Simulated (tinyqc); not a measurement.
# MOS capacitor on a p-type substrate, surface potential from the exact charge relation, step by step

Numbers from tinyqc (`OMP_NUM_THREADS=1 python tinyqc.py 2060165 2060166 out.jsonl`; about 0.01 s on one thread of a shared Intel Xeon 2.30GHz). Printed values are rounded.

Uniform p-type substrate, Boltzmann statistics, full ionisation, classical densities. psi is the surface potential against the body (positive when the bands bend down) and u = psi/Vt. Traps are spread evenly over the gap and neutral at flat band, so their charge is -q Dit psi; the minority quasi-Fermi level is shifted by Vb.

Parameters, values chosen for the exercise; band and dielectric values close to those of silicon: temperature T = 350 K; band gap Eg = 1.14 eV; relative permittivity eps_r = 11.6; conduction-band density of states at T Nc = 3.47e19 cm^-3; valence-band density of states at T Nv = 3.38e19 cm^-3; electron affinity chi = 4.13 eV; acceptor density of the substrate N = 1.1e16 cm^-3; relative permittivity of the gate insulator (close to hafnium oxide) eox = 21.4; insulator thickness tox = 17 nm; gate work function phiM = 4.87 eV; fixed charge at the interface, in units of q Nf = -2.7e11 cm^-2; density of interface traps Dit = 0 cm^-2 eV^-1; reverse bias of the inversion layer against the body Vb = 0 V; gate voltage against the body Vg = 0.79 V.

Constants: q = 1.602176634e-19 C, kB = 1.380649e-23 J/K, Vt = kB T/q, eps0 = 8.8541878128e-14 F/cm where lengths are in cm. Results are converted to the units shown.

## Flat band, threshold and scales

ni = sqrt(Nc Nv) exp(-Eg/(2 Vt)), Eg in volts; phiF = Vt ln(N/ni); Cox = eps0 eox/tox; Vfb = phiM - chi - (Eg - Vt ln(Nv/N)) - q Nf/Cox; Q0 = sqrt(2 eps0 eps_r q N Vt); r = (ni/N)^2 exp(-Vb/Vt); VT = Vfb + [(2 phiF + Vb)(1 + q Dit/Cox) + sqrt(2 eps0 eps_r q N (2 phiF + Vb))/Cox].

ni = 2.123168e11 cm^-3
phiF = 0.3274039 V
Cox = 1.114586 uF/cm^2
Vfb = -0.1189887 V
Q0 = 10.44938 nC/cm^2
r = 3.725489e-10
VT = 0.5795022 V

## Starting value

psi = +Vt (just off flat band).

psi at the start = 0.03016067 V

## Iteration 1: Newton step for the surface potential

u = psi/Vt; F^2 = exp(-u) + u - 1 + r (exp(u) - u - 1); Qs = -sign(u) Q0 F; Cs = -dQs/dpsi = (Q0/Vt) |1 - exp(-u) + r (exp(u) - 1)|/(2 F). f = Vfb + psi + (q Dit psi - Qs)/Cox - Vg, f' = 1 + (Cs + q Dit)/Cox, psi(new) = psi - f/f'.

u = 1
F = 0.6065307
Qs = -6.337867 nC/cm^2
Cs = 0.1805372 uF/cm^2
f = -0.8731417 V
f' = 1.161977
psi after iteration 1 = 0.7815884 V

## Iteration 2: Newton step for the surface potential

As before.

u = 25.91416
F = 9.583059
Qs = -100.1370 nC/cm^2
Cs = 1.227774 uF/cm^2
f = -0.03755790 V
f' = 2.101552
psi after iteration 2 = 0.7994600 V

## Course of the Newton iteration

Stop when the step is below 1e-10 V, or after 60 iterations.

Course of the iteration:

| iteration | psi before the step (V) | f (V) | step (V) |
|---|---|---|---|
| 1 | 0.03016067 | -0.873 | 0.751 |
| 2 | 0.7815884 | -0.0376 | 0.0179 |
| 3 | 0.7994600 | 3.96e-3 | -1.54e-3 |
| 4 | 0.7979171 | 3.53e-5 | -1.40e-5 |
| 5 | 0.7979031 | 2.86e-9 | -1.13e-9 |
| 6 | 0.7979031 | 0 | 0 |

Converged in 6 iterations.

## Charges, field and capacitances at the solution

converged psi = 0.7979031 V

u = psi/Vt; F^2 = exp(-u) + u - 1 + r (exp(u) - u - 1); Qs = -sign(u) Q0 F; Cs = -dQs/dpsi = (Q0/Vt) |1 - exp(-u) + r (exp(u) - 1)|/(2 F). Low frequency: 1/C_LF = 1/Cox + 1/(Cs + q Dit). High frequency, in the simple estimate in which traps and minority carriers do not follow: 1/C_HF = 1/Cox + 1/Cd, Cd being Cs with r = 0 at the same psi. Minority sheet density N_inv = (Q0/(2 q)) int_0^u r (exp(t) - 1)/F(t) dt for u > 0. Oxide field |Qs - q Dit psi + q Nf|/(eps0 eox).

Qs = -123.8144 nC/cm^2
N_inv = 4.509031e11 cm^-2
oxide field = 0.08817473 MV/cm
Cs = 1.695054 uF/cm^2
C_LF/Cox = 0.6032993
C_HF/Cox = 0.02988423

The surface is in strong inversion (borders at |psi| = 0, phiF + Vb and 2 phiF + Vb = 0.655 V). Minority carriers make up 58.3 % of Qs.
